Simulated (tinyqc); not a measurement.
Bandgap voltage reference from two bipolar transistors: effect of the temperature coefficient of both resistors.

Two transistors of area 1 and N carry the same current I. Is(T) = Is (T/T0)^eta exp[(Vg0 q/kB)(1/T0 - 1/T)], VBE1 = Vt ln(I/Is(T)) + I rb, VBE2 = Vt ln(I/(N Is(T))) + I rb/N. The amplifier forces I R1(T) = VBE1 - VBE2 + Vos, with R(T) = R (1 + tc (T - T0)) for both resistors, and the output is Vref = VBE1 + I R2(T). Base currents and the Early effect are neglected.

Vt = kB T/q; I = (Vt ln N + Vos)/(R1(T) - rb (1 - 1/N)). Box coefficient: span of Vref between 233 and 398 K over its average over T and over 165 K. The last column is the R2 that gives zero slope at T0.

Parameters, values chosen for the exercise; values of the order met in silicon bipolar transistors: reference temperature T0 = 300 K; band-gap voltage extrapolated to 0 K Vg0 = 1.207 V; temperature exponent of the saturation current eta = 4; saturation current of the unit transistor at T0 Is = 5.2e-16 A; area ratio of the second transistor N = 8; resistor across which the difference of VBE falls, at T0 R1 = 5.7 kohm; offset of the amplifier Vos = 0 mV; series resistance of the unit transistor rb = 0 ohm; output resistor at T0 R2 = 70.59 kohm.

Constants: q = 1.602176634e-19 C, kB = 1.380649e-23 J/K. Results are converted to the units shown.

Result of one run:

| tc (ppm/K) | I at T0 (uA) | Vref at T0 (V) | slope at T0 (uV/K) | box coefficient (ppm/K) | R2 for zero slope (kohm) |
|---|---|---|---|---|---|
| -2000 | 9.431 | 1.276 | 24.53 | 18.38 | 69.81 |

What becomes of these results when the temperature coefficient of both resistors tc is changed from -2000 to 1000 ppm/K, all else the same?

Result of the changed run:

| tc (ppm/K) | I at T0 (uA) | Vref at T0 (V) | slope at T0 (uV/K) | box coefficient (ppm/K) | R2 for zero slope (kohm) |
|---|---|---|---|---|---|
| 1000 | 9.431 | 1.276 | -53.03 | 52.04 | 72.28 |

The whole series:

| tc (ppm/K) | I at T0 (uA) | Vref at T0 (V) | slope at T0 (uV/K) | box coefficient (ppm/K) | R2 for zero slope (kohm) |
|---|---|---|---|---|---|
| -2000 | 9.431 | 1.276 | 24.53 | 18.38 | 69.81 |
| -1000 | 9.431 | 1.276 | -1.326 | 13.67 | 70.63 |
| 0 | 9.431 | 1.276 | -27.18 | 32.45 | 71.45 |
| 1000 | 9.431 | 1.276 | -53.03 | 52.04 | 72.28 |
| 2000 | 9.431 | 1.276 | -78.88 | 72.18 | 73.10 |
| 3000 | 9.431 | 1.276 | -104.7 | 92.72 | 73.92 |

As tc goes from -2000 to 3000, Vref stays at 1.276 V and the box coefficient goes from 18.4 through a minimum of 13.7 (at tc = -1000 among the rows listed) to 92.7 ppm/K.

Program tinyqc, `OMP_NUM_THREADS=1 python tinyqc.py 2062201 2062202 out.jsonl`; Intel Xeon 2.30GHz, shared host, one thread, about 0.03 s.
